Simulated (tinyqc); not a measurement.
UHF in the 6-31g basis, for H3, spin multiplicity 2, step by step (part 1 of 2). Computed by tinyqc, a small Python program that keeps every step (integrals from PySCF). Settings: charge = 0, multiplicity = 2, basis = 6-31g, energy threshold = 1e-10, iteration cap = 55, orthogonalisation = symmetric, start = core, DIIS depth = 3, DIIS from iteration = 2, method = UHF. Command: `OMP_NUM_THREADS=1 python tinyqc.py 31699 31700 out.jsonl` (the two numbers bound the seeds that draw the settings). One thread of a shared host (Intel(R) Xeon(R) Processor @ 2.60GHz), about 0.08 s of CPU time with the checks. Later iterations appear only in the table of the cycle.

## One-electron integrals

Geometry (angstrom):
```
atom        x        y         z
H     0.00000  0.00000   0.00000
H     0.00000  0.00000   1.56400
H     0.00000  0.00000  -1.56400
```

Basis 6-31g: exponents (1/bohr^2) and contraction coefficients of normalised primitives:
```
element  l (shell)  exponent  coefficient
H            s (1)  18.73114      0.03349
H            s (1)   2.82539      0.23473
H            s (1)   0.64012      0.81376
H            s (2)   0.16128      1.00000
```

Overlap, kinetic and nuclear-attraction integrals over the contracted functions; the nuclear repulsion is the sum of Za Zb / Rab.

nuclear repulsion = 0.8458715 hartree

overlap S, order 1H 1s, 1H 2s, 2H 1s, 2H 2s, 3H 1s, 3H 2s:
```
[[1.00000, 0.65829, 0.04323, 0.20912, 0.04323, 0.20912],
 [0.65829, 1.00000, 0.20912, 0.49441, 0.20912, 0.49441],
 [0.04323, 0.20912, 1.00000, 0.65829, 0.00001, 0.00684],
 [0.20912, 0.49441, 0.65829, 1.00000, 0.00684, 0.05975],
 [0.04323, 0.20912, 0.00001, 0.00684, 1.00000, 0.65829],
 [0.20912, 0.49441, 0.00684, 0.05975, 0.65829, 1.00000]]
```

kinetic energy T (hartree), order 1H 1s, 1H 2s, 2H 1s, 2H 2s, 3H 1s, 3H 2s:
```
[[1.39568, 0.25974, -0.04254, 0.01929, -0.04254, 0.01929],
 [0.25974, 0.24192, 0.01929, 0.06344, 0.01929, 0.06344],
 [-0.04254, 0.01929, 1.39568, 0.25974, -0.00006, -0.00543],
 [0.01929, 0.06344, 0.25974, 0.24192, -0.00543, -0.01270],
 [-0.04254, 0.01929, -0.00006, -0.00543, 1.39568, 0.25974],
 [0.01929, 0.06344, -0.00543, -0.01270, 0.25974, 0.24192]]
```

nuclear attraction V (hartree), order 1H 1s, 1H 2s, 2H 1s, 2H 2s, 3H 1s, 3H 2s:
```
[[-2.32993, -1.18770, -0.06918, -0.36062, -0.06918, -0.36062],
 [-1.18770, -1.30564, -0.34000, -0.62319, -0.34000, -0.62319],
 [-0.06918, -0.34000, -2.16075, -1.07637, -0.00002, -0.01054],
 [-0.36062, -0.62319, -1.07637, -1.14242, -0.01054, -0.07801],
 [-0.06918, -0.34000, -0.00002, -0.01054, -2.16075, -1.07637],
 [-0.36062, -0.62319, -0.01054, -0.07801, -1.07637, -1.14242]]
```

core Hamiltonian H = T + V (hartree), order 1H 1s, 1H 2s, 2H 1s, 2H 2s, 3H 1s, 3H 2s:
```
[[-0.93425, -0.92797, -0.11172, -0.34133, -0.11172, -0.34133],
 [-0.92797, -1.06372, -0.32071, -0.55975, -0.32071, -0.55975],
 [-0.11172, -0.32071, -0.76507, -0.81664, -0.00008, -0.01597],
 [-0.34133, -0.55975, -0.81664, -0.90050, -0.01597, -0.09071],
 [-0.11172, -0.32071, -0.00008, -0.01597, -0.76507, -0.81664],
 [-0.34133, -0.55975, -0.01597, -0.09071, -0.81664, -0.90050]]
```

## Two-electron integrals

Functions are numbered as in S; the eight-fold symmetry (ij|kl) = (ji|kl) = (kl|ij) leaves the list below.

Two-electron integrals (ij|kl) in chemists' order, unique and non-zero (hartree):
```
(11|11) 1.07657    (21|11) 0.57847    (21|21) 0.32942    (22|11) 0.58740
(22|21) 0.36130    (22|22) 0.45315    (31|11) 0.02740    (31|21) 0.01685
(31|22) 0.02083    (31|31) 0.00168    (32|11) 0.08609    (32|21) 0.05578
(32|22) 0.07828    (32|31) 0.00636    (32|32) 0.03260    (33|11) 0.33822
(33|21) 0.22225    (33|22) 0.32819    (33|31) 0.02740    (33|32) 0.17214
(33|33) 1.07657    (41|11) 0.17214    (41|21) 0.09950    (41|22) 0.11175
(41|31) 0.00636    (41|32) 0.02149    (41|33) 0.08609    (41|41) 0.03260
(42|11) 0.24189    (42|21) 0.15202    (42|22) 0.20030    (42|31) 0.01223
(42|32) 0.05287    (42|33) 0.24189    (42|41) 0.05287    (42|42) 0.11077
(43|11) 0.22225    (43|21) 0.14566    (43|22) 0.21323    (43|31) 0.01685
(43|32) 0.09950    (43|33) 0.57847    (43|41) 0.05578    (43|42) 0.15202
(43|43) 0.32942    (44|11) 0.32819    (44|21) 0.21323    (44|22) 0.30680
(44|31) 0.02083    (44|32) 0.11175    (44|33) 0.58740    (44|41) 0.07828
(44|42) 0.20030    (44|43) 0.36130    (44|44) 0.45315    (51|11) 0.02740
(51|21) 0.01685    (51|22) 0.02083    (51|31) 0.00064    (51|32) 0.00234
(51|33) 0.00978    (51|41) 0.00434    (51|42) 0.00701    (51|43) 0.00644
(51|44) 0.00976    (51|51) 0.00168    (52|11) 0.08609    (52|21) 0.05578
(52|22) 0.07828    (52|31) 0.00234    (52|32) 0.00912    (52|33) 0.03906
(52|41) 0.01475    (52|42) 0.02645    (52|43) 0.02571    (52|44) 0.03904
(52|51) 0.00636    (52|52) 0.03260    (53|11) 8.96e-06   (53|21) 5.00e-06
(53|22) 5.28e-06   (53|31) 2.46e-07   (53|32) 7.90e-07   (53|33) 3.12e-06
(53|41) 1.50e-06   (53|42) 2.19e-06   (53|43) 2.05e-06   (53|44) 3.01e-06
(53|51) 2.46e-07   (53|52) 7.90e-07   (54|11) 0.00356    (54|21) 0.00225
(54|22) 0.00295    (54|31) 0.00009    (54|32) 0.00034    (54|33) 0.00144
(54|41) 0.00059    (54|42) 0.00100    (54|43) 0.00095    (54|44) 0.00143
(54|51) 0.00023    (54|52) 0.00100    (54|53) 3.24e-08   (54|54) 3.38e-05
(55|11) 0.33822    (55|21) 0.22225    (55|22) 0.32819    (55|31) 0.00978
(55|32) 0.03906    (55|33) 0.16917    (55|41) 0.05966    (55|42) 0.11139
(55|43) 0.11137    (55|44) 0.16917    (55|51) 0.02740    (55|52) 0.17214
(55|53) 3.12e-06   (55|54) 0.00470    (55|55) 1.07657    (61|11) 0.17214
(61|21) 0.09950    (61|22) 0.11175    (61|31) 0.00434    (61|32) 0.01475
(61|33) 0.05966    (61|41) 0.02800    (61|42) 0.04265    (61|43) 0.03924
(61|44) 0.05871    (61|51) 0.00636    (61|52) 0.02149    (61|53) 1.50e-06
(61|54) 0.00085    (61|55) 0.08609    (61|61) 0.03260    (62|11) 0.24189
(62|21) 0.15202    (62|22) 0.20030    (62|31) 0.00701    (62|32) 0.02645
(62|33) 0.11139    (62|41) 0.04265    (62|42) 0.07499    (62|43) 0.07324
(62|44) 0.11020    (62|51) 0.01223    (62|52) 0.05287    (62|53) 2.19e-06
(62|54) 0.00182    (62|55) 0.24189    (62|61) 0.05287    (62|62) 0.11077
(63|11) 0.00356    (63|21) 0.00225    (63|22) 0.00295    (63|31) 0.00023
(63|32) 0.00100    (63|33) 0.00470    (63|41) 0.00085    (63|42) 0.00182
(63|43) 0.00282    (63|44) 0.00338    (63|51) 0.00009    (63|52) 0.00034
(63|53) 3.24e-08   (63|54) 1.30e-05   (63|55) 0.00144    (63|61) 0.00059
(63|62) 0.00100    (63|63) 3.38e-05   (64|11) 0.03510    (64|21) 0.02159
(64|22) 0.02708    (64|31) 0.00124    (64|32) 0.00468    (64|33) 0.01961
(64|41) 0.00668    (64|42) 0.01197    (64|43) 0.01274    (64|44) 0.01833
(64|51) 0.00124    (64|52) 0.00468    (64|53) 3.15e-07   (64|54) 0.00018
(64|55) 0.01961    (64|61) 0.00668    (64|62) 0.01197    (64|63) 0.00018
(64|64) 0.00162    (65|11) 0.22225    (65|21) 0.14566    (65|22) 0.21323
(65|31) 0.00644    (65|32) 0.02571    (65|33) 0.11137    (65|41) 0.03924
(65|42) 0.07324    (65|43) 0.07331    (65|44) 0.11136    (65|51) 0.01685
(65|52) 0.09950    (65|53) 2.05e-06   (65|54) 0.00282    (65|55) 0.57847
(65|61) 0.05578    (65|62) 0.15202    (65|63) 0.00095    (65|64) 0.01274
(65|65) 0.32942    (66|11) 0.32819    (66|21) 0.21323    (66|22) 0.30680
(66|31) 0.00976    (66|32) 0.03904    (66|33) 0.16917    (66|41) 0.05871
(66|42) 0.11020    (66|43) 0.11136    (66|44) 0.16904    (66|51) 0.02083
(66|52) 0.11175    (66|53) 3.01e-06   (66|54) 0.00338    (66|55) 0.58740
(66|61) 0.07828    (66|62) 0.20030    (66|63) 0.00143    (66|64) 0.01833
(66|65) 0.36130    (66|66) 0.45315
```

## Orthogonalisation

S = U s U^T; symmetric (Loewdin) form X = U s^(-1/2) U^T, so that X^T S X = 1.

eigenvalues of S: [0.15804, 0.31798, 0.38168, 1.11055, 1.62226, 2.40950]

X, order 1H 1s, 1H 2s, 2H 1s, 2H 2s, 3H 1s, 3H 2s:
```
[[1.27074, -0.55151, 0.02211, 0.05498, 0.02211, 0.05498],
 [-0.55151, 1.64428, 0.04377, -0.44489, 0.04377, -0.44489],
 [0.02211, 0.04377, 1.25495, -0.50220, -0.00167, -0.00860],
 [0.05498, -0.44489, -0.50220, 1.43043, -0.00860, 0.12855],
 [0.02211, 0.04377, -0.00167, -0.00860, 1.25495, -0.50220],
 [0.05498, -0.44489, -0.00860, 0.12855, -0.50220, 1.43043]]
```

## Starting guess

The start is the orbitals of the core Hamiltonian; D(s) = C_occ C_occ^T for each spin.

D(alpha) at the start, order 1H 1s, 1H 2s, 2H 1s, 2H 2s, 3H 1s, 3H 2s:
```
[[0.16121, 0.21014, 0.05909, 0.03509, 0.05909, 0.03509],
 [0.21014, 0.27393, 0.07702, 0.04574, 0.07702, 0.04574],
 [0.05909, 0.07702, 0.13095, 0.16330, -0.08763, -0.13758],
 [0.03509, 0.04574, 0.16330, 0.21472, -0.13758, -0.19944],
 [0.05909, 0.07702, -0.08763, -0.13758, 0.13095, 0.16330],
 [0.03509, 0.04574, -0.13758, -0.19944, 0.16330, 0.21472]]
```

D(beta) at the start, order 1H 1s, 1H 2s, 2H 1s, 2H 2s, 3H 1s, 3H 2s:
```
[[0.16121, 0.21014, 0.05909, 0.03509, 0.05909, 0.03509],
 [0.21014, 0.27393, 0.07702, 0.04574, 0.07702, 0.04574],
 [0.05909, 0.07702, 0.02166, 0.01286, 0.02166, 0.01286],
 [0.03509, 0.04574, 0.01286, 0.00764, 0.01286, 0.00764],
 [0.05909, 0.07702, 0.02166, 0.01286, 0.02166, 0.01286],
 [0.03509, 0.04574, 0.01286, 0.00764, 0.01286, 0.00764]]
```

## Iteration 1: building the Fock matrix

J_ij = sum D_kl (ij|kl) with D = D(alpha) + D(beta), K_ij = sum D_kl (ik|jl) for each spin; F = H + J - K(s); E = tr D H + tr D J / 2 - 0.5 sum_s tr D(s) K(s) + E_nn.

Coulomb J (hartree), order 1H 1s, 1H 2s, 2H 1s, 2H 2s, 3H 1s, 3H 2s:
```
[[1.74856, 1.04316, 0.06279, 0.32330, 0.06279, 0.32330],
 [1.04316, 1.27911, 0.25979, 0.58892, 0.25979, 0.58892],
 [0.06279, 0.25979, 1.22695, 0.75599, 0.00002, 0.00912],
 [0.32330, 0.58892, 0.75599, 0.99497, 0.00912, 0.07643],
 [0.06279, 0.25979, 0.00002, 0.00912, 1.22695, 0.75599],
 [0.32330, 0.58892, 0.00912, 0.07643, 0.75599, 0.99497]]
```

exchange K(alpha) (hartree), order 1H 1s, 1H 2s, 2H 1s, 2H 2s, 3H 1s, 3H 2s:
```
[[0.56588, 0.46892, 0.11050, 0.21069, 0.11050, 0.21069],
 [0.46892, 0.46895, 0.17559, 0.25534, 0.17559, 0.25534],
 [0.11050, 0.17559, 0.45024, 0.36665, -0.04562, -0.02364],
 [0.21069, 0.25534, 0.36665, 0.36090, -0.02364, 0.01777],
 [0.11050, 0.17559, -0.04562, -0.02364, 0.45024, 0.36665],
 [0.21069, 0.25534, -0.02364, 0.01777, 0.36665, 0.36090]]
```

exchange K(beta) (hartree), order 1H 1s, 1H 2s, 2H 1s, 2H 2s, 3H 1s, 3H 2s:
```
[[0.56253, 0.46022, 0.09968, 0.20130, 0.09968, 0.20130],
 [0.46022, 0.43311, 0.11427, 0.20563, 0.11427, 0.20563],
 [0.09968, 0.11427, 0.09290, 0.09766, 0.02074, 0.04115],
 [0.20130, 0.20563, 0.09766, 0.13403, 0.04115, 0.08163],
 [0.09968, 0.11427, 0.02074, 0.04115, 0.09290, 0.09766],
 [0.20130, 0.20563, 0.04115, 0.08163, 0.09766, 0.13403]]
```

F(alpha) (hartree), order 1H 1s, 1H 2s, 2H 1s, 2H 2s, 3H 1s, 3H 2s:
```
[[0.24843, -0.35374, -0.15944, -0.22872, -0.15944, -0.22872],
 [-0.35374, -0.25356, -0.23651, -0.22617, -0.23651, -0.22617],
 [-0.15944, -0.23651, 0.01163, -0.42731, 0.04556, 0.01678],
 [-0.22872, -0.22617, -0.42731, -0.26643, 0.01678, -0.03206],
 [-0.15944, -0.23651, 0.04556, 0.01678, 0.01163, -0.42731],
 [-0.22872, -0.22617, 0.01678, -0.03206, -0.42731, -0.26643]]
```

F(beta) (hartree), order 1H 1s, 1H 2s, 2H 1s, 2H 2s, 3H 1s, 3H 2s:
```
[[0.25178, -0.34503, -0.14861, -0.21932, -0.14861, -0.21932],
 [-0.34503, -0.21772, -0.17519, -0.17647, -0.17519, -0.17647],
 [-0.14861, -0.17519, 0.36897, -0.15832, -0.02080, -0.04800],
 [-0.21932, -0.17647, -0.15832, -0.03956, -0.04800, -0.09591],
 [-0.14861, -0.17519, -0.02080, -0.04800, 0.36897, -0.15832],
 [-0.21932, -0.17647, -0.04800, -0.09591, -0.15832, -0.03956]]
```

total energy of this density = -1.3804416 hartree

## Iteration 1: diagonalisation and new density

Diagonalise F' = X^T F X, C = X C', fill 2 alpha and 1 beta electrons from the bottom; D(s) = C_occ C_occ^T. Each column has its largest component positive (the first on a tie).

F' = X^T F X (alpha) (hartree):
```
[[0.77323, -0.66908, -0.02389, -0.07084, -0.02389, -0.07084],
 [-0.66908, 0.33024, -0.09179, -0.15566, -0.09179, -0.15566],
 [-0.02389, -0.09179, 0.46834, -0.61804, 0.02811, 0.04502],
 [-0.07084, -0.15566, -0.61804, 0.19813, 0.04502, 0.03288],
 [-0.02389, -0.09179, 0.02811, 0.04502, 0.46834, -0.61804],
 [-0.07084, -0.15566, 0.04502, 0.03288, -0.61804, 0.19813]]
```

orbital energies (alpha) (hartree): [-0.45683, -0.37443, 0.07377, 0.95407, 0.97990, 1.25992]

coefficients C (alpha), order 1H 1s, 1H 2s, 2H 1s, 2H 2s, 3H 1s, 3H 2s:
```
[[0.21608, 0.00000, 0.22296, 0.04447, 0.00000, -1.35188],
 [0.35304, 0.00000, 0.98573, -0.52814, 0.00000, 1.42558],
 [0.21327, 0.29021, -0.17956, -0.91635, 0.90947, -0.02832],
 [0.27817, 0.49365, -0.61277, 0.99820, -0.85181, -0.31199],
 [0.21327, -0.29021, -0.17956, -0.91635, -0.90947, -0.02832],
 [0.27817, -0.49365, -0.61277, 0.99820, 0.85181, -0.31199]]
```

F' = X^T F X (beta) (hartree):
```
[[0.77442, -0.66892, -0.02590, -0.07243, -0.02590, -0.07243],
 [-0.66892, 0.34252, -0.07663, -0.15054, -0.07663, -0.15054],
 [-0.02590, -0.07663, 0.75531, -0.48204, -0.01076, 0.00328],
 [-0.07243, -0.15054, -0.48204, 0.32169, 0.00328, -0.01057],
 [-0.02590, -0.07663, -0.01076, 0.00328, 0.75531, -0.48204],
 [-0.07243, -0.15054, 0.00328, -0.01057, -0.48204, 0.32169]]
```

orbital energies (beta) (hartree): [-0.33711, 0.01757, 0.19152, 1.05426, 1.08075, 1.26395]

coefficients C (beta), order 1H 1s, 1H 2s, 2H 1s, 2H 2s, 3H 1s, 3H 2s:
```
[[0.26340, 0.00000, 0.17126, -0.04139, 0.00000, -1.35112],
 [0.52513, 0.00000, 0.93247, 0.46308, 0.00000, 1.43102],
 [0.12679, 0.19056, -0.13494, 0.93987, 0.93544, -0.02384],
 [0.18972, 0.58252, -0.74531, -0.92428, -0.79369, -0.31755],
 [0.12679, -0.19056, -0.13494, 0.93987, -0.93544, -0.02384],
 [0.18972, -0.58252, -0.74531, -0.92428, 0.79369, -0.31755]]
```

D(alpha) after iteration 1, order 1H 1s, 1H 2s, 2H 1s, 2H 2s, 3H 1s, 3H 2s:
```
[[0.04669, 0.07628, 0.04608, 0.06011, 0.04608, 0.06011],
 [0.07628, 0.12464, 0.07529, 0.09820, 0.07529, 0.09820],
 [0.04608, 0.07529, 0.12971, 0.20258, -0.03874, -0.08393],
 [0.06011, 0.09820, 0.20258, 0.32106, -0.08393, -0.16631],
 [0.04608, 0.07529, -0.03874, -0.08393, 0.12971, 0.20258],
 [0.06011, 0.09820, -0.08393, -0.16631, 0.20258, 0.32106]]
```

D(beta) after iteration 1, order 1H 1s, 1H 2s, 2H 1s, 2H 2s, 3H 1s, 3H 2s:
```
[[0.06938, 0.13832, 0.03340, 0.04997, 0.03340, 0.04997],
 [0.13832, 0.27576, 0.06658, 0.09963, 0.06658, 0.09963],
 [0.03340, 0.06658, 0.01608, 0.02406, 0.01608, 0.02406],
 [0.04997, 0.09963, 0.02406, 0.03600, 0.02406, 0.03600],
 [0.03340, 0.06658, 0.01608, 0.02406, 0.01608, 0.02406],
 [0.04997, 0.09963, 0.02406, 0.03600, 0.02406, 0.03600]]
```

## Iteration 2: building the Fock matrix

As before.

Coulomb J (hartree), order 1H 1s, 1H 2s, 2H 1s, 2H 2s, 3H 1s, 3H 2s:
```
[[1.45768, 0.89728, 0.05810, 0.28187, 0.05810, 0.28187],
 [0.89728, 1.16377, 0.25787, 0.55463, 0.25787, 0.55463],
 [0.05810, 0.25787, 1.26235, 0.77108, 0.00001, 0.00869],
 [0.28187, 0.55463, 0.77108, 0.99447, 0.00869, 0.06954],
 [0.05810, 0.25787, 0.00001, 0.00869, 1.26235, 0.77108],
 [0.28187, 0.55463, 0.00869, 0.06954, 0.77108, 0.99447]]
```

exchange K(alpha) (hartree), order 1H 1s, 1H 2s, 2H 1s, 2H 2s, 3H 1s, 3H 2s:
```
[[0.28588, 0.28709, 0.11138, 0.16447, 0.11138, 0.16447],
 [0.28709, 0.36396, 0.20905, 0.25606, 0.20905, 0.25606],
 [0.11138, 0.20905, 0.53342, 0.44334, -0.02204, -0.00007],
 [0.16447, 0.25606, 0.44334, 0.43019, -0.00007, 0.03310],
 [0.11138, 0.20905, -0.02204, -0.00007, 0.53342, 0.44334],
 [0.16447, 0.25606, -0.00007, 0.03310, 0.44334, 0.43019]]
```

exchange K(beta) (hartree), order 1H 1s, 1H 2s, 2H 1s, 2H 2s, 3H 1s, 3H 2s:
```
[[0.41324, 0.38017, 0.09658, 0.18312, 0.09658, 0.18312],
 [0.38017, 0.40863, 0.12664, 0.21614, 0.12664, 0.21614],
 [0.09658, 0.12664, 0.11478, 0.12227, 0.02576, 0.04909],
 [0.18312, 0.21614, 0.12227, 0.16345, 0.04909, 0.09285],
 [0.09658, 0.12664, 0.02576, 0.04909, 0.11478, 0.12227],
 [0.18312, 0.21614, 0.04909, 0.09285, 0.12227, 0.16345]]
```

F(alpha) (hartree), order 1H 1s, 1H 2s, 2H 1s, 2H 2s, 3H 1s, 3H 2s:
```
[[0.23755, -0.31778, -0.16500, -0.22393, -0.16500, -0.22393],
 [-0.31778, -0.26391, -0.27189, -0.26118, -0.27189, -0.26118],
 [-0.16500, -0.27189, -0.03614, -0.48889, 0.02198, -0.00721],
 [-0.22393, -0.26118, -0.48889, -0.33622, -0.00721, -0.05427],
 [-0.16500, -0.27189, 0.02198, -0.00721, -0.03614, -0.48889],
 [-0.22393, -0.26118, -0.00721, -0.05427, -0.48889, -0.33622]]
```

F(beta) (hartree), order 1H 1s, 1H 2s, 2H 1s, 2H 2s, 3H 1s, 3H 2s:
```
[[0.11019, -0.41086, -0.15020, -0.24257, -0.15020, -0.24257],
 [-0.41086, -0.30857, -0.18948, -0.22126, -0.18948, -0.22126],
 [-0.15020, -0.18948, 0.38250, -0.16783, -0.02582, -0.05637],
 [-0.24257, -0.22126, -0.16783, -0.06948, -0.05637, -0.11402],
 [-0.15020, -0.18948, -0.02582, -0.05637, 0.38250, -0.16783],
 [-0.24257, -0.22126, -0.05637, -0.11402, -0.16783, -0.06948]]
```

total energy of this density = -1.4969798 hartree

## Iteration 2: diagonalisation and new density

As before.

F' = X^T F X (alpha) (hartree):
```
[[0.70776, -0.59094, -0.02432, -0.06752, -0.02432, -0.06752],
 [-0.59094, 0.30122, -0.10434, -0.17402, -0.10434, -0.17402],
 [-0.02432, -0.10434, 0.45083, -0.65608, 0.01375, 0.03207],
 [-0.06752, -0.17402, -0.65608, 0.15584, 0.03207, 0.02879],
 [-0.02432, -0.10434, 0.01375, 0.03207, 0.45083, -0.65608],
 [-0.06752, -0.17402, 0.03207, 0.02879, -0.65608, 0.15584]]
```

orbital energies (alpha) (hartree): [-0.52453, -0.42333, 0.08121, 0.96654, 0.98745, 1.13496]

coefficients C (alpha), order 1H 1s, 1H 2s, 2H 1s, 2H 2s, 3H 1s, 3H 2s:
```
[[0.17567, 0.00000, 0.25499, 0.03740, 0.00000, -1.35229],
 [0.27434, 0.00000, 1.00105, -0.52468, 0.00000, 1.43348],
 [0.23152, 0.28242, -0.16117, -0.91534, 0.91192, -0.02829],
 [0.33053, 0.50091, -0.57583, 0.99971, -0.84756, -0.32613],
 [0.23152, -0.28242, -0.16117, -0.91534, -0.91192, -0.02829],
 [0.33053, -0.50091, -0.57583, 0.99971, 0.84756, -0.32613]]
```

F' = X^T F X (beta) (hartree):
```
[[0.60950, -0.64511, -0.02047, -0.07794, -0.02047, -0.07794],
 [-0.64511, 0.25990, -0.07746, -0.17336, -0.07746, -0.17336],
 [-0.02047, -0.07746, 0.78158, -0.49157, -0.01231, -0.00019],
 [-0.07794, -0.17336, -0.49157, 0.30820, -0.00019, -0.01002],
 [-0.02047, -0.07746, -0.01231, -0.00019, 0.78158, -0.49157],
 [-0.07794, -0.17336, -0.00019, -0.01002, -0.49157, 0.30820]]
```

orbital energies (beta) (hartree): [-0.42355, 0.01014, 0.17092, 1.08067, 1.10196, 1.10881]

coefficients C (beta), order 1H 1s, 1H 2s, 2H 1s, 2H 2s, 3H 1s, 3H 2s:
```
[[0.28589, 0.00000, 0.20953, 0.16274, 0.00000, -1.33186],
 [0.55109, 0.00000, 0.84818, -0.60677, 0.00000, 1.41994],
 [0.10727, 0.17629, -0.14093, -0.93455, 0.93823, -0.11603],
 [0.16729, 0.59455, -0.74056, 0.95087, -0.78472, -0.25697],
 [0.10727, -0.17629, -0.14093, -0.93455, -0.93823, -0.11603],
 [0.16729, -0.59455, -0.74056, 0.95087, 0.78472, -0.25697]]
```

D(alpha) after iteration 2, order 1H 1s, 1H 2s, 2H 1s, 2H 2s, 3H 1s, 3H 2s:
```
[[0.03086, 0.04819, 0.04067, 0.05807, 0.04067, 0.05807],
 [0.04819, 0.07526, 0.06352, 0.09068, 0.06352, 0.09068],
 [0.04067, 0.06352, 0.13336, 0.21799, -0.02616, -0.06494],
 [0.05807, 0.09068, 0.21799, 0.36016, -0.06494, -0.14166],
 [0.04067, 0.06352, -0.02616, -0.06494, 0.13336, 0.21799],
 [0.05807, 0.09068, -0.06494, -0.14166, 0.21799, 0.36016]]
```

D(beta) after iteration 2, order 1H 1s, 1H 2s, 2H 1s, 2H 2s, 3H 1s, 3H 2s:
```
[[0.08173, 0.15755, 0.03067, 0.04782, 0.03067, 0.04782],
 [0.15755, 0.30370, 0.05911, 0.09219, 0.05911, 0.09219],
 [0.03067, 0.05911, 0.01151, 0.01794, 0.01151, 0.01794],
 [0.04782, 0.09219, 0.01794, 0.02798, 0.01794, 0.02798],
 [0.03067, 0.05911, 0.01151, 0.01794, 0.01151, 0.01794],
 [0.04782, 0.09219, 0.01794, 0.02798, 0.01794, 0.02798]]
```
